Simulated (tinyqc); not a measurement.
# Changing the pyrometer wavelength

Model: rapid thermal processing of a wafer: radiative balance, ramp and cooling, pattern effects, pyrometer error and spike budget. Computed by tinyqc, a small Python program. Command: `OMP_NUM_THREADS=1 python tinyqc.py 3112386 3112387 out.jsonl rtp sweep`. One thread of a shared host (Intel(R) Xeon(R) Processor @ 2.30GHz), about 0.04 s of CPU time with the checks.

The wafer is opaque and uniform through its thickness unless said otherwise; temperatures in formulas are in kelvin (C + 273.15). sigma = 5.670374419e-12 W/(cm^2 K^4).

Inputs (values chosen for the exercise, modelled on a hot silicon wafer):
```
quantity                              value  unit
process temperature                     843     C
starting temperature                    400     C
error of the assumed emissivity         2.2     %
activation energy of the process E_a      2    eV
```

Constants: h = 6.62607015e-34 J s; c = 299792458 m/s; k_B = 1.380649e-23 J/K; k_B = 8.617333262e-05 eV/K.

Method. Signal proportional to eps/(exp(c2/(lambda T)) - 1), c2 = h c/k_B. If the assumed emissivity is too high by the given error, the reading T' solves (1 + error)/(exp(c2/(lambda T')) - 1) = 1/(exp(c2/(lambda T)) - 1). Wien estimate: T' - T = -lambda T^2 ln(1 + error)/c2. Process rates go as exp(-E_a/(k_B T)).

One run for each value; columns: (1) pyrometer wavelength (micrometre); (2) reading less true temperature (K); (3) Wien estimate (K); (4) c2/(lambda T); (5) rate at T over rate at T', less 1 (%):
```
(1)      (2)     (3)    (4)    (5)
0.6    -1.13   -1.13  21.48   2.13
0.9    -1.69   -1.70  14.32   3.21
1.3    -2.44   -2.45   9.92   4.67
2.0    -3.75   -3.77   6.45   7.26
3.0    -5.55   -5.65   4.30  10.95
4.5    -7.94   -8.48   2.86  16.07
6.7   -10.69  -12.62   1.92  22.28
10.0  -13.53  -18.84   1.29  29.06
```

Describe and explain the trends.

Over the rows, reading less true temperature (K) falls from -1.13 to -13.5 (exponent d ln y / d ln x 1.00 between the first rows and 0.59 between the last); Wien estimate (K) falls from -1.13 to -18.8 (exponent d ln y / d ln x about 1.00 throughout); c2/(lambda T) falls from 21.5 to 1.29 (exponent d ln y / d ln x about -1.0 throughout). At the low end the exponent of reading less true temperature is 1.00, close to 1: the Wien limit.

Caution (rows 1.30, 2.00, 3.00, 4.50, 6.70, 10.0): below about 600 C lightly doped silicon is partly transparent at this wavelength, so its emissivity is not yet the hot value early in the ramp.
